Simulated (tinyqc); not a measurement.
# Capacitance measurement on a leaky thin oxide: effects of series resistance and leakage: effects of single changes

The device is a capacitance C in parallel with a leakage conductance G, in series with Rs and Ls. An impedance meter reports either a parallel pair (Cp, Gp) from Y = 1/Z = Gp + i w Cp or a series pair (Cs, Rm) from Z = Rm + 1/(i w Cs); w = 2 pi f, dissipation D = Gp/(w |Cp|).

Inputs (values chosen for the exercise); values of the order met in thin-oxide MOS capacitors: relative permittivity of the gate insulator (close to silicon nitride) eox = 7.37; insulator thickness tox = 5.3 nm; gate area A = 100 um^2; oxide-equivalent thickness added by the accumulation layer zc = 0.48 nm; oxide-equivalent thickness added by gate depletion zp = 0 nm; gate leakage current density, not matched to the thickness Jg = 0.021 A/cm^2; voltage for an e-fold rise of the leakage Vs = 0.25 V; series resistance Rs = 9.5 ohm; series inductance Ls = 0 nH; measuring frequency f = 2e5 Hz.

Constants: eps0 = 8.8541878128e-14 F/cm where lengths are in cm. Results are converted to the units shown.

Each table varies one quantity; the others keep the values above.

## Readings against frequency

EOT = 3.9 tox/eox; CET = EOT + zc + zp; C = 3.9 eps0 A/CET; G = Jg A/Vs. Z = Rs + i w Ls + 1/(G + i w C); CET read from Cp = 3.9 eps0 A/Cp; errors under 0.001 % are printed as 0.

The same in every row: C (pF) = 1.051.

Result of one run:

| f (Hz) | Cp (pF) | Cs (pF) | D | error of Cp (%) | error of Cs (%) | CET read from Cp (nm) |
|---|---|---|---|---|---|---|
| 3e6 | 1.051 | 1.051 | 0.004427 | 0 | 1.80e-3 | 3.285 |

What becomes of these results when the measuring frequency f is changed from 3e6 to 10000 Hz, all else the same?

Result of the changed run:

| f (Hz) | Cp (pF) | Cs (pF) | D | error of Cp (%) | error of Cs (%) | CET read from Cp (nm) |
|---|---|---|---|---|---|---|
| 10000 | 1.051 | 2.751 | 1.272 | 0 | 162 | 3.285 |

The whole series:

| f (Hz) | Cp (pF) | Cs (pF) | D | error of Cp (%) | error of Cs (%) | CET read from Cp (nm) |
|---|---|---|---|---|---|---|
| 1000 | 1.051 | 171.1 | 12.72 | 0 | 1.62e4 | 3.285 |
| 3000 | 1.051 | 19.94 | 4.239 | 0 | 1800 | 3.285 |
| 10000 | 1.051 | 2.751 | 1.272 | 0 | 162 | 3.285 |
| 30000 | 1.051 | 1.240 | 0.4239 | 0 | 18.0 | 3.285 |
| 1e5 | 1.051 | 1.068 | 0.1272 | 0 | 1.62 | 3.285 |
| 3e5 | 1.051 | 1.053 | 0.04241 | 0 | 0.180 | 3.285 |
| 1e6 | 1.051 | 1.051 | 0.01278 | 0 | 0.0162 | 3.285 |
| 3e6 | 1.051 | 1.051 | 0.004427 | 0 | 1.80e-3 | 3.285 |
| 1e7 | 1.051 | 1.051 | 0.001899 | 0 | 0 | 3.285 |
| 3e7 | 1.051 | 1.051 | 0.002306 | 0 | 0 | 3.285 |

D goes from 12.7 through a minimum of 0.00190 (at f = 1e7 Hz among the rows listed) to 0.00231; without inductance its minimum lies at f = sqrt(G (1 + G Rs)/Rs)/(2 pi C) = 1.42e7 Hz. The error of Cp goes from 0 to 0 % and that of Cs from 16200 to 0 %; at low frequency Cp tends to C/(1 + G Rs)^2 and Cs grows as 1 + (G/(w C))^2. One of the two readings is within 2 % of C for f = 1000, 3000, 10000, 30000, 1e5, 3e5, 1e6, 3e6, 1e7, 3e7 Hz. For f = 1000, 3000, 10000 D exceeds 1, where the accuracy of real meters degrades in proportion to sqrt(1 + D^2).

## Effect of the gate leakage current density, not matched to the thickness

Same model as above.

The same in every row: C (pF) = 1.051.

Result of one run:

| Jg (A/cm^2) | Cp (pF) | Cs (pF) | D | error of Cp (%) | error of Cs (%) | CET read from Cp (nm) |
|---|---|---|---|---|---|---|
| 30 | 1.049 | 8675 | 90.94 | -0.228 | 8.25e5 | 3.292 |

What becomes of these results when the gate leakage current density, not matched to the thickness Jg is changed from 30 to 300 A/cm^2, all else the same?

Result of the changed run:

| Jg (A/cm^2) | Cp (pF) | Cs (pF) | D | error of Cp (%) | error of Cs (%) | CET read from Cp (nm) |
|---|---|---|---|---|---|---|
| 300 | 1.028 | 8.674e5 | 918.7 | -2.24 | 8.25e7 | 3.360 |

The whole series:

| Jg (A/cm^2) | Cp (pF) | Cs (pF) | D | error of Cp (%) | error of Cs (%) | CET read from Cp (nm) |
|---|---|---|---|---|---|---|
| 1e-5 | 1.051 | 1.051 | 4.283e-5 | 0 | 0 | 3.285 |
| 0.0001 | 1.051 | 1.051 | 3.153e-4 | 0 | 0 | 3.285 |
| 0.001 | 1.051 | 1.051 | 0.003040 | 0 | 0 | 3.285 |
| 0.02 | 1.051 | 1.055 | 0.06057 | 0 | 0.367 | 3.285 |
| 0.2 | 1.051 | 1.437 | 0.6056 | -1.52e-3 | 36.7 | 3.285 |
| 2 | 1.051 | 39.60 | 6.056 | -0.0152 | 3670 | 3.285 |
| 30 | 1.049 | 8675 | 90.94 | -0.228 | 8.25e5 | 3.292 |
| 300 | 1.028 | 8.674e5 | 918.7 | -2.24 | 8.25e7 | 3.360 |

As Jg goes from 1e-5 to 300, the error of Cp goes from 0 to -2.24 %, that of Cs from 0 to 8.25e7 %, and D rises from 4.28e-5 to 919. The CET read from Cp goes from 3.28 to 3.36 nm against the true 3.28 nm. For Jg = 2, 30, 300 D exceeds 1, where the accuracy of real meters degrades in proportion to sqrt(1 + D^2).

Program tinyqc, `OMP_NUM_THREADS=1 python tinyqc.py 2022149 2022150 out.jsonl`; Intel Xeon 2.30GHz, shared host, one thread, about 0.01 s.
